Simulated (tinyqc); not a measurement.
Planar ballistic transistor, top-of-the-barrier model: effect of the effective mass.

At the top of the source barrier, states moving towards the drain are filled by the source (Fermi level 0) and states moving back by the drain (Fermi level -q Vd); nothing scatters. U is the shift of the band edge there, set by the capacitances CG, CD and CS (the total) and by the charge. Parabolic two-dimensional band; the source is grounded.

N0 = gv m kB T/(pi hbar^2), CG = eps0 eox/tox, vT = sqrt(2 kB T/(pi m)), CS = CG/aG, n0 = n at U = 0 and Vd = 0. eta1 = -(E0 + U)/Vt, eta2 = eta1 - Vd/Vt, n = (N0/2)[F_0(eta1) + F_0(eta2)], F_0(x) = ln(1 + exp x). U = UL + q (n - n0)/CS with UL = -(aG Vg + aD Vd), energies in eV. I = q (N0/2) vT [F_(1/2)(eta1) - F_(1/2)(eta2)] per width, F_(1/2)(x) = (2/sqrt(pi)) int_0^infinity u^(1/2)/(1 + exp(u - x)) du. CQ = (q/Vt) dn/d(eta1). E0 is held fixed.

Values chosen for this exercise; mass and valleys close to those of indium arsenide: temperature T = 300 K; valley degeneracy gv = 1; relative permittivity of the gate insulator eox = 9; insulator thickness tox = 2.8 nm; gate control CG/CS aG = 0.76; drain control CD/CS aD = 0.044; band edge at the barrier top above the source Fermi level at zero bias E0 = 0.16 eV; gate voltage Vg = 0.8 V; drain voltage Vd = 0.8 V.

Constants: q = 1.602176634e-19 C, kB = 1.380649e-23 J/K, hbar = 1.054571817e-34 J s, m0 = 9.1093837015e-31 kg, Vt = kB T/q, eps0 = 8.8541878128e-14 F/cm where lengths are in cm. Results are converted to the units shown.

Results:
```
m (m0),eta1,n (cm^-2),I (uA/um),mean velocity I/(q n) (cm/s),CQ/CS
0.02,15.858,1.7125e12,3142.2,1.1452e8,0.17873
0.05,12.920,3.4881e12,3662.9,6.5543e7,0.44681
0.08,10.901,4.7088e12,3601.6,4.7738e7,0.71489
0.13,8.6485,6.0709e12,3264.5,3.3562e7,1.1615
0.2,6.7077,7.2451e12,2796.7,2.4093e7,1.7851
0.32,4.8399,8.3764e12,2225.3,1.6582e7,2.8372
0.5,3.3945,9.2537e12,1726.6,1.1646e7,4.3231
0.8,2.2055,9.9788e12,1304.5,8.1592e6,6.4395
```

Estimate the missing row, m = 0.032 m0.

Computed row:
```
m (m0),eta1,n (cm^-2),I (uA/um),mean velocity I/(q n) (cm/s),CQ/CS
0.032,14.536,2.5116e12,3491.4,8.6764e7,0.28596
```

With this row back in the table: As m goes from 0.02 to 0.8 m0, n rises from 1.71e12 to 9.98e12 cm^-2, the mean velocity falls from 1.15e8 to 8.16e6 cm/s and the current goes from 3140 through a maximum of 3660 (at m = 0.05 m0 among the rows listed) to 1300 uA/um. CQ/CS goes from 0.18 to 6.4. A light mass gives fast carriers but too few states, a heavy one charge but slow carriers, hence the maximum between. For m = 0.02 to 0.05 m0 the source Fermi level lies over 0.3 eV above the band edge, where a light band is no longer parabolic.

tinyqc, about 0.02 s, one thread, Intel Xeon 2.30GHz (shared host): `OMP_NUM_THREADS=1 python tinyqc.py 2400154 2400155 out.jsonl`
